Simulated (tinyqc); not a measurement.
LDA (VWN5) atom on a uniform radial grid, spin-unpolarised, for He, step by step. Computed by tinyqc, a small Python program that keeps every step. Settings: Z = 2, points = 64, R = 7.8, functional = lda,vwn, mixing = 0.2, iteration cap = 58. Command: `OMP_NUM_THREADS=1 python tinyqc.py 27752 27753 out.jsonl` (the two numbers bound the seeds that draw the settings). One thread of a shared host (Intel(R) Xeon(R) Processor @ 2.60GHz), about 0.04 s of CPU time with the checks.

Spherical atom on a uniform radial grid r_j = j h with h = R/(N + 1), h sum u^2 = 1 and integrals as h times sums, u(0) = u(R) = 0 (atomic units):

| parameter | value |
|---|---|
| Z | 2 |
| points N | 64 |
| R | 7.800000 |
| h | 0.120000 |
| mixing | 0.200000 |
| electrons in 1s | 2 |

Three-point differences turn -u''/2 + [l(l+1)/2r^2 - Z/r + V] u = e u into a tridiagonal matrix (diagonal 1/h^2 + potential, off-diagonal -1/2h^2). D = sum f u^2; the Hartree potential y/r solves y'' = -D/r with y(0) = 0, y(R) = N_e; v_xc comes from rho = D/(4 pi r^2); E = sum f e - int D V + int D (V_H/2 + eps_xc); V(new) = V + mixing (V_H + v_xc - V).

Stop when input and output potentials agree to 1e-7.

Course of the cycle (hartree):

| iteration | E | e(1s) | largest \|V(out) - V(in)\| |
|---|---|---|---|
| 1 | -2.64221775 | -1.972001 | 2.37e+00 |
| 2 | -2.69682958 | -1.633277 | 1.79e+00 |
| 3 | -2.73222420 | -1.376007 | 1.34e+00 |
| 4 | -2.75449759 | -1.180697 | 1.00e+00 |
| 5 | -2.76812148 | -1.032448 | 7.45e-01 |
| 6 | -2.77623725 | -0.919900 | 5.56e-01 |
| 7 | -2.78095839 | -0.834412 | 4.13e-01 |
| 8 | -2.78364912 | -0.769421 | 3.07e-01 |
| 9 | -2.78515693 | -0.719956 | 2.28e-01 |
| 10 | -2.78599076 | -0.682253 | 1.71e-01 |
| 11 | -2.78644746 | -0.653465 | 1.28e-01 |
| ... | ... | ... | ... |
| 48 | -2.78699352 | -0.556830 | 1.87e-05 |
| 49 | -2.78699352 | -0.556827 | 1.49e-05 |
| 50 | -2.78699352 | -0.556825 | 1.19e-05 |
| 51 | -2.78699352 | -0.556823 | 9.44e-06 |
| 52 | -2.78699352 | -0.556822 | 7.52e-06 |
| 53 | -2.78699352 | -0.556820 | 5.99e-06 |
| 54 | -2.78699352 | -0.556819 | 4.77e-06 |
| 55 | -2.78699352 | -0.556819 | 3.80e-06 |
| 56 | -2.78699352 | -0.556818 | 3.03e-06 |
| 57 | -2.78699352 | -0.556818 | 2.41e-06 |
| 58 | -2.78699352 | -0.556817 | 1.92e-06 |

Can the last value be used, and what does the course show?

Not by the stop rule, although the second column moves by less than 1e-07 over the last three steps; and the uniform grid itself carries an error of order h^2 at the cusp, far above the threshold. Not converged within 58 iterations: the residual falls steadily but slowly, by a factor of about 0.80 a step. Reruns (cap 100 unless said): mixing 0.3: converged in 45; mixing 0.6: converged in 18; the original settings with a cap of 400: converged in 71. Even converged, this uniform grid resolves the cusp poorly and misses the energy of the atom.
